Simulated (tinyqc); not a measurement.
Worked calculation: bound state in one dimension: Numerov shooting, finite differences, DVR. Computed by tinyqc, a small Python program that keeps every step. Settings: points = 96. Command: `OMP_NUM_THREADS=1 python tinyqc.py 21818 21819 out.jsonl` (the two numbers bound the seeds that draw the settings). One thread of a shared host (Intel(R) Xeon(R) Processor @ 2.60GHz), about 0.01 s of CPU time with the checks.

## Numerov steps at E = 0.1

One particle of mass 1 in V = 1.17^2 x^2/2 + 0 x^4 (atomic units), psi = 0 at both ends:
```
parameter,value
left end,-4.500000
right end,4.500000
intervals,96
h,0.093750
state sought (nodes),2
```

k_i = 2 m (E - V_i); (1 + h^2 k_(i+1)/12) y_(i+1) = 2 (1 - 5 h^2 k_i/12) y_i - (1 + h^2 k_(i-1)/12) y_(i-1), from y_0 = 0, y_1 = 0.001.

Points along the way:
```
i,x,V,k,y
0,-4.50000,13.86011,-27.52022,0.00000
1,-4.40625,13.28862,-26.37725,0.00100
2,-4.31250,12.72917,-25.25833,0.00223
3,-4.21875,12.18174,-24.16348,0.00397
4,-4.12500,11.64634,-23.09269,0.00656
5,-4.03125,11.12298,-22.04596,0.01051
32,-1.50000,1.54001,-2.88002,55.61961
33,-1.40625,1.35353,-2.50705,66.68354
34,-1.31250,1.17907,-2.15814,79.21447
35,-1.21875,1.01665,-1.83330,93.24517
36,-1.12500,0.86626,-1.53251,108.77523
37,-1.03125,0.72790,-1.25579,125.76711
```

## Bisection on the node count

With more sign changes than the state has nodes (the last point included) the energy is too high, else too low; the bracket starts as 0.1 to 12.

Trials:
```
trial,E,sign changes,y at the right end,next
1,6.0500000,5,-5.24e+00,lower
2,3.0750000,3,-7.24e+02,lower
3,1.5875000,1,-3.77e+04,raise
4,2.3312500,2,1.13e+04,raise
5,2.7031250,2,2.50e+03,raise
6,2.8890625,2,2.75e+02,raise
7,2.9820312,3,-3.50e+02,lower
8,2.9355469,3,-7.25e+01,lower
9,2.9123047,2,9.20e+01,raise
10,2.9239258,2,7.50e+00,raise
11,2.9297363,3,-3.31e+01,lower
12,2.9268311,3,-1.29e+01,lower
13,2.9253784,3,-2.74e+00,lower
14,2.9246521,2,2.37e+00,raise
...,...,...,...,...
29,2.9249882,2,6.56e-05,raise
30,2.9249882,3,-1.24e-05,lower
31,2.9249882,2,2.66e-05,raise
```

eigenvalue = 2.9249882 hartree

## The same grid by other methods

Three-point finite differences and the sine-DVR kinetic matrix of Colbert and Miller on the same points.

Lowest levels (hartree):
```
state,finite differences,DVR
0,0.58462,0.58500
1,1.75312,1.75500
2,2.92010,2.92500
3,4.08558,4.09500
4,5.24958,5.26504
```
